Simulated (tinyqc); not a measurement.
Hubbard chain of 2 sites, step by step. One step of it, computed by the program tinyqc.

Question. The many-body Hamiltonian. Basis: all placements (u, d, 2, 0 on each site), up operators ordered before down ones; hops carry the sign of the same-spin electrons passed.

one-body matrix (hopping and site energies) (eV):
```
           1          2
1   0.510000  -0.940000
2  -0.940000   0.210000
```

U = 3.700000 eV

electrons, up and down: 1  1

Give: H.

Answer.

H (eV), lower triangle:
```
        20      ud      du     02
20   4.720
ud  -0.940   0.720
du  -0.940   0.000   0.720
02   0.000  -0.940  -0.940  4.120
```
